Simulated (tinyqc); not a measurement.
Geometry relaxation of a small cluster: one step, computed by the program tinyqc. Command: `OMP_NUM_THREADS=1 python tinyqc.py 3001161 3001162 out.jsonl relax walk`. One thread of a shared host (Intel(R) Xeon(R) Processor @ 2.30GHz), about 0.02 s of CPU time with the checks.

E = sum_i {sum_j A exp(-p (r_ij/r0 - 1)) - xi sqrt(rho_i)}, rho_i = sum_j exp(-2 q (r_ij/r0 - 1)); the force on i is -sum_j w_ij (R_i - R_j)/r_ij with w_ij = -(2p/r0) A exp(-p (r_ij/r0 - 1)) + (xi q/r0) exp(-2 q (r_ij/r0 - 1)) (rho_i^(-1/2) + rho_j^(-1/2)).

Task: Energy and forces at the start. Evaluate E and the forces at the starting positions.

Inputs (values chosen for the exercise, for model atoms):
```
quantity     value      unit
length r0     2.84  angstrom
repulsion A   0.14        eV
hopping xi    2.32        eV
decay p       11.2         -
decay q       2.34         -
```

Potential: Gupta. Method: conjugate gradient.

starting positions (angstrom):
```
            x      y      z
atom 1  -0.02  -0.15  -0.12
atom 2   2.73   0.08   0.17
atom 3   1.32   2.37   0.03
atom 4   1.27   0.91   2.02
atom 5   1.39    0.7  -2.36
```

Give: distances; energy at the start; forces.

Result:

distances (angstrom): 1-2 2.775, 1-3 2.858, 1-4 2.714, 1-5 2.780, 2-3 2.693, 2-4 2.499, 2-5 2.929, 3-4 2.469, 3-5 2.916, 4-5 4.387

energy at the start = -19.72 eV

forces (eV/angstrom):
```
             x       y       z
atom 1   1.453   1.050  -0.294
atom 2  -0.345  -0.079  -1.777
atom 3  -0.158  -0.364  -2.076
atom 4  -0.922  -0.691   1.762
atom 5  -0.028   0.084   2.384
```
